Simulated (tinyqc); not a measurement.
Round or elliptic silicon nanowire with anisotropic valleys (Ritz method): one step. Lowest level in this basis. Three cases, with inputs chosen for the exercise.

Problem. Solve H p = E S p for the wire level; give E, the ratios p2/p1 and p3/p1, and H11/S11.

Case 1.

S:
```
              1         u^2         v^2
1    1.04719755  0.13089969  0.13089969
u^2  0.13089969  0.03926991  0.01308997
v^2  0.13089969  0.01308997  0.03926991
```

H (meV):
```
             1       u^2       v^2
1    45.371877  7.561980  7.561980
u^2   7.561980  4.118699  0.945247
v^2   7.561980  0.945247  9.114765
```

Case 2.

S:
```
              1         u^2         v^2
1    1.04719755  0.13089969  0.13089969
u^2  0.13089969  0.03926991  0.01308997
v^2  0.13089969  0.01308997  0.03926991
```

H (meV):
```
             1       u^2       v^2
1    41.626480  6.937747  6.937747
u^2   6.937747  8.310166  0.867218
v^2   6.937747  0.867218  3.830891
```

Case 3.

S:
```
              1         u^2         v^2
1    1.04719755  0.13089969  0.13089969
u^2  0.13089969  0.03926991  0.01308997
v^2  0.13089969  0.01308997  0.03926991
```

H (meV):
```
              1        u^2        v^2
1    204.828338  34.138056  34.138056
u^2   34.138056  17.701498   4.267257
v^2   34.138056   4.267257  42.040100
```

Give: E; ratios; one function.

Solution.

Case 1.

E = 41.1 meV

ratios: -0.83  -0.25

one function = 43.3 meV

The two added functions lower the level by 2.2 meV (5.2 %), mostly by narrowing the state along u, the direction in which the stretched ellipse is long.

Case 2.

E = 37.7 meV

ratios: -0.25  -0.81

one function = 39.8 meV

The two added functions lower the level by 2.0 meV (5.1 %), mostly by narrowing the state along v, the direction in which the stretched ellipse is long.

Case 3.

E = 184.7 meV

ratios: -0.91  -0.24

one function = 195.6 meV

The two added functions lower the level by 10.9 meV (5.6 %), mostly by narrowing the state along u, the direction in which the stretched ellipse is long.

Computed by tinyqc, one run a case: `OMP_NUM_THREADS=1 python tinyqc.py N N+1 out.jsonl` with N = 1251676, 1251893, 1252053; one thread of a shared Intel(R) Xeon(R) Processor @ 2.30GHz, about 0.05 s a run at most.
